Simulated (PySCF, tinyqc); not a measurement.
FCI on RHF in the sto-6g basis, for H4, spin multiplicity 1, step by step. The lowest restricted solution is unstable here: a spin-polarised one lies 0.0022 hartree lower (PySCF). One step of it, computed by the program tinyqc.

Problem. FCI: roots. Diagonalise (each vector has its largest component positive (the first on a tie)); all determinants have Ms = 0, so triplets appear too. The lowest singlet root is the correlation energy.

Occupation strings over the orbitals (2 doubly, a alpha, b beta, 0 empty; spin orbitals ordered 1a 1b 2a 2b ...): 2200 aabb 2020 abab 2002 abba baab 0220 baba 0202 bbaa 0022

H - E(HF) between determinants (hartree):
```
           2200       aabb       2020       abab       2002       abba       baab       0220
2200   0.000000  -0.021364   0.095790  -0.093481   0.122395   0.114845   0.114845   0.109728
aabb  -0.021364   0.825112   0.093481  -0.095790  -0.114845  -0.122395  -0.109728  -0.114845
2020   0.095790   0.093481   0.719166   0.084476   0.193887  -0.177958  -0.177958   0.176245
abab  -0.093481  -0.095790   0.084476   0.963121   0.177958  -0.193887  -0.176245   0.177958
2002   0.122395  -0.114845   0.193887   0.177958   1.010818  -0.063112  -0.063112   0.000000
abba   0.114845  -0.122395  -0.177958  -0.193887  -0.063112   1.008209   0.000000  -0.063112
baab   0.114845  -0.109728  -0.177958  -0.176245  -0.063112   0.000000   1.008209  -0.063112
0220   0.109728  -0.114845   0.176245   0.177958   0.000000  -0.063112  -0.063112   1.006947
baba  -0.093481  -0.091245   0.084476   0.000000   0.177958  -0.176245  -0.193887   0.177958
0202   0.091245   0.093481   0.000000   0.084476   0.176245  -0.177958  -0.177958   0.193887
bbaa  -0.021364   0.000000   0.093481  -0.091245  -0.114845  -0.109728  -0.122395  -0.114845
0022   0.000000  -0.021364   0.091245  -0.093481   0.109728   0.114845   0.114845   0.122395

           baba       0202       bbaa       0022
2200  -0.093481   0.091245  -0.021364   0.000000
aabb  -0.091245   0.093481   0.000000  -0.021364
2020   0.084476   0.000000   0.093481   0.091245
abab   0.000000   0.084476  -0.091245  -0.093481
2002   0.177958   0.176245  -0.114845   0.109728
abba  -0.176245  -0.177958  -0.109728   0.114845
baab  -0.193887  -0.177958  -0.122395   0.114845
0220   0.177958   0.193887  -0.114845   0.122395
baba   0.963121   0.084476  -0.095790  -0.093481
0202   0.084476   1.221706   0.093481   0.095790
bbaa  -0.095790   0.093481   0.825112  -0.021364
0022  -0.093481   0.095790  -0.021364   1.712625
```

Give: lowest roots of this matrix, relative to E(HF); lowest vectors; <S^2> of these roots; weight of the ground state by excitation level 0, 1, 2, ....

Solution.

lowest roots of this matrix, relative to E(HF) (hartree): -0.0988  0.3684  0.4060  0.7795  0.8240  0.9576  1.0063  1.0149

lowest vectors:
```
       root 1   root 2  root 3   root 4
2200   0.9471   0.0371  0.0000   0.2777
aabb   0.0102  -0.2619  0.4082   0.1514
2020  -0.1400   0.6376  0.0000   0.5819
abab   0.1049   0.1205  0.4082  -0.3247
2002  -0.1164  -0.4025  0.0000   0.2780
abba  -0.1151   0.1414  0.4082   0.1733
baab  -0.1151   0.1414  0.4082   0.1733
0220  -0.1075  -0.3937  0.0000   0.3622
baba   0.1049   0.1205  0.4082  -0.3247
0202  -0.0837   0.2622  0.0000  -0.0776
bbaa   0.0102  -0.2619  0.4082   0.1514
0022   0.0515  -0.0090  0.0000  -0.2299
```

<S^2> of these roots: 0.0000  0.0000  6.0000  0.0000  2.0000  2.0000  0.0000  2.0000

weight of the ground state by excitation level 0, 1, 2, ...: 0.8969  0.0000  0.1004  0.0000  0.0026

The reference has a weight of only 0.90: one determinant is a poor start here.
